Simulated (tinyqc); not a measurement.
Worked calculation: electrons shared among three sets of ellipsoidal valleys. Values are carried at full precision from step to step, so a last printed digit may differ when a step is redone from the rounded ones.

Constants: hbar^2/2m0 = 3.80998211 eV angstrom^2; kB = 8.617333262e-05 eV/K.

Parameters, chosen for this exercise (masses and offsets near those of Si; mobilities are free inputs, held fixed; shifted at random, so the results belong to these values and not to a real crystal): ml = (0.904, 0.904, 1.666) m0 (longitudinal masses of Delta2, Delta4, L); mt = (0.1939, 0.1939, 0.1164) m0 (transverse masses); M = (2, 4, 4) (valleys in each set); T = 400 K; dE = (0, 0.049, 0.882) eV (edges of Delta2, Delta4, L above the first, the first two split by strain); n = 6.9e+16 1/cm^3 (total electron density); mu = (1600, 990, 510) cm^2/(V s) (mobility of each set, for current in the plane normal to the Delta2 axis).

## Masses of each set

One valley: m_d = (ml mt^2)^(1/3). Whole set: m_de = M^(2/3) m_d. Mean over three axes: 1/m_c = (1/ml + 2/mt)/3. Anisotropy K = ml/mt.

m_d, m_de, m_c (m0) and K of each set:

| set | m_d | m_de | m_c | K |
|---|---|---|---|---|
| Delta2 | 0.3239 | 0.5142 | 0.2627 | 4.66 |
| Delta4 | 0.3239 | 0.8162 | 0.2627 | 4.66 |
| L | 0.2826 | 0.7121 | 0.1687 | 14.31 |

m_de/m_c is 1.96 for Delta2, 3.11 for Delta4, 4.22 for L: many anisotropic valleys give many states at a light conductivity mass. m_c is the mean over three axes; a set that holds only some of the equivalent valleys conducts with a mass that depends on direction.

## Effective densities of states

N_i = M_i times N = 2 (m kB T/(4 pi c))^(3/2) with c = hbar^2/2m0, in 1/angstrom^3; times 1e24 for 1/cm^3, with m = (ml mt^2)^(1/3).

kT = 0.034469 eV

N_i (1/cm^3): Delta2 1.4245e+19, Delta4 2.8491e+19, L 2.3218e+19

## Fermi level and populations

F_j(eta) = (1/Gamma(j + 1)) integral_0^infinity x^j dx/(1 + exp(x - eta)), which tends to exp(eta) for eta << 0.

Solve n = sum_i N_i F_1/2((EF - dE_i)/kT), energies from the edge of the first set.

EF = -0.1973 eV

eta_i: Delta2 -5.72, Delta4 -7.14, L -31.31

n_i (1/cm^3): Delta2 4.65e+16, Delta4 2.25e+16, L 5.86e+05

shares: Delta2 0.6743, Delta4 0.3257, L 0.0000

Delta2 holds most electrons (67.4 %). Boltzmann weights N_i exp(-dE_i/kT) would give Delta4 a share of 0.3255.

## Drift and Hall mobility of the mixture

With f_i the shares, mu_drift = sum f_i mu_i; low-field Hall mobility mu_H = sum f_i mu_i^2/mu_drift (scattering and anisotropy factors set to 1); the Hall density is n mu_drift/mu_H; rho = 1/(e n mu_drift), e = 1.602176634e-19 C.

mu_drift = 1401 cm^2/(V s)
mu_H = 1460 cm^2/(V s)
Hall density = 6.62e+16 1/cm^3
rho = 0.0646 ohm cm

A Hall measurement would read 96.0 % of the true density.

## Checks

- Share of Delta4 at n = 1e10 1/cm^3 against the Boltzmann weight: both 0.3255.

Computed by tinyqc, a small Python program: `OMP_NUM_THREADS=1 python tinyqc.py 1682609 1682610 out.jsonl` (the numbers bound the seed that draws the inputs); one thread of a shared host (Intel(R) Xeon(R) Processor @ 2.30GHz), about 0.01 s for the whole set of steps.
